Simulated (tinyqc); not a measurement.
Kinetics of strain relaxation and threading dislocations in mismatched semiconductor layers: one step, computed by the program tinyqc. Command: `OMP_NUM_THREADS=1 python tinyqc.py 3028877 3028878 out.jsonl threading walk`. One thread of a shared host (Intel(R) Xeon(R) Processor @ 2.30GHz), about 0.01 s of CPU time with the checks.

60-degree dislocations on {111} planes of a (001) layer, isotropic elasticity. The Schmid factor is 1/sqrt(6), and a misfit segment relieves strain with b/2.

Task: Excess stress and glide velocity at the start. Excess resolved stress tau = (1/sqrt 6) [2 G (1 + nu)/(1 - nu)] (e - e_eq), e_eq = b (1 - nu/4) [ln(h/b) + 1]/(4 pi (1 + nu) h), the Matthews-Blakeslee strain of an uncapped layer; glide velocity v = v0 tau exp(-Q/(k_B T)), tau in MPa.

Inputs (values chosen for the exercise, modelled on In(0.2)Ga(0.8)As on GaAs): misfit f = 0.0147; shear modulus G = 44.3 GPa; Poisson ratio nu = 0.32; Burgers vector b = 4.05 angstrom; glide activation energy Q = 1.28 eV; velocity prefactor v0 = 11000 m/s per MPa; layer thickness h = 130 nm; anneal temperature T = 553 K.

Constants: k_B = 8.617333262e-05 eV/K.

Give: equilibrium strain e_eq; excess stress tau; mobility v/tau; initial velocity.

Result:

equilibrium strain e_eq = 0.001170

excess stress tau = 950.0 MPa

mobility v/tau = 2.377e-08 m/s per MPa

initial velocity = 22.58 micrometre/s
